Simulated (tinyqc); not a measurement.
What moves the results: density of states of one tight-binding band of a chain. A value that a table varies takes the place of the one given here.

E(k) = -2 t cos(2 pi k) - 2 t2 cos(4 pi k); k in fractions of the reciprocal vectors, mesh k_i = j/N with j = 0 .. N-1. Densities are per cell and per spin, so the band holds one state.

Each interval of the mesh is a segment with E linear in k: n = (E - e1)/(e2 - e1), g = 1/(e2 - e1) between its end values.

Gaussian broadening: g(E) = mean over the mesh of exp(-(E - E_k)^2/(2 sigma^2))/(sigma sqrt(2 pi)), n(E) = mean of erfc((E_k - E)/(sigma sqrt 2))/2.

Values chosen for the exercise: t = 1.62 eV (nearest hopping); t2 = -0.24 eV (second hopping); N2 = 40 (mesh points along each axis in this comparison); sigma = 0.324 eV (Gaussian width); E = -0.64 eV (energy at which the density is wanted).

## Three ways to the same curve

N = N2 here; the reference is the linear method with N = 4000.

g(E) (1/eV):

| E (eV) | reference | linear segments | Gaussian, sigma | Gaussian, sigma/4 | reference n(E) |
|---|---|---|---|---|---|
| -2.170 | 0.208 | 0.210 | 0.246 | 0.167 | 0.277 |
| -1.581 | 0.138 | 0.138 | 0.144 | 0.041 | 0.375 |
| -0.992 | 0.111 | 0.117 | 0.113 | 0.231 | 0.447 |
| -0.403 | 0.097 | 0.094 | 0.098 | 0.157 | 0.508 |
| 0.186 | 0.090 | 0.089 | 0.090 | 0.061 | 0.562 |
| 0.775 | 0.087 | 0.087 | 0.087 | 0.033 | 0.614 |
| 1.364 | 0.087 | 0.088 | 0.088 | 0.024 | 0.665 |
| 1.953 | 0.092 | 0.093 | 0.093 | 0.013 | 0.718 |
| 2.543 | 0.104 | 0.104 | 0.108 | 0.007 | 0.775 |
| 3.132 | 0.138 | 0.125 | 0.155 | 0.222 | 0.845 |

Root-mean-square errors against the reference: 0.0046 for linear segments, 0.0132 for sigma and 0.0774 for sigma/4. The narrow Gaussian is worse than the wide one, because it resolves the separate mesh levels. The reference is highest at -2.170 eV of the energies listed, and half filling lies between -0.992 and -0.403 eV.

## Convergence with the mesh

At the energy E; the plain count is the share of mesh points below E; the reference is the linear method with N = 4000.

Results:

| N | points | g linear | n linear | g Gaussian | n Gaussian | n plain count |
|---|---|---|---|---|---|---|
| 8 | 8 | 0.1380 | 0.4779 | 0.2725 | 0.4527 | 0.3750 |
| 16 | 16 | 0.1137 | 0.4818 | 0.1385 | 0.4761 | 0.4375 |
| 32 | 32 | 0.1049 | 0.4832 | 0.1034 | 0.4828 | 0.4688 |
| 64 | 64 | 0.1013 | 0.4838 | 0.1026 | 0.4829 | 0.4844 |
| 128 | 128 | 0.1030 | 0.4840 | 0.1026 | 0.4829 | 0.4766 |
| 256 | 256 | 0.1021 | 0.4840 | 0.1026 | 0.4829 | 0.4805 |

reference n and g: 0.4840  0.1013

The linear n(E) stays within 0.002 of the reference from N = 32 on. The Gaussian g stays within 1 % of its last value from N = 32 on; it tends to the broadened curve, not the true one. At the last mesh it lies +0.001 1/eV from the reference g and the linear g +0.001. The plain count errs by -0.0036 at the last mesh.

## What moves the count of states

Linear method and Gaussian sum with N = 400. Each row changes one parameter from the base and keeps the others.

Results:

| case | n linear | g linear (1/eV) | n Gaussian | g Gaussian (1/eV) |
|---|---|---|---|---|
| base | 0.4840 | 0.1017 | 0.4829 | 0.1026 |
| t = 1.782 eV | 0.4855 | 0.0913 | 0.4847 | 0.0925 |
| E = -0.478 eV | 0.5002 | 0.0978 | 0.4992 | 0.0993 |
| sigma = 0.648 eV | 0.4840 | 0.1017 | 0.4787 | 0.1080 |
| t2 = -0.159 eV | 0.4677 | 0.1029 | 0.4668 | 0.1038 |

The largest shifts from the base row, up to three for each result and ties (the steps differ in size, so this ranks the rows, not the parameters). n linear: t2 -0.0164, E +0.0162, t +0.0015; unchanged at the printed digits by sigma. g linear (1/eV): t -0.0104, E -0.0039, t2 +0.0012; unchanged at the printed digits by sigma. n Gaussian: E +0.0163, t2 -0.0161, sigma -0.0042. g Gaussian (1/eV): t -0.0102, sigma +0.0054, E -0.0034.

Computed by tinyqc, a small Python program: `OMP_NUM_THREADS=1 python tinyqc.py 1652289 1652290 out.jsonl` (the numbers bound the seed that draws the inputs); one thread of a shared host (Intel(R) Xeon(R) Processor @ 2.30GHz), about 0.01 s for the whole set of steps.
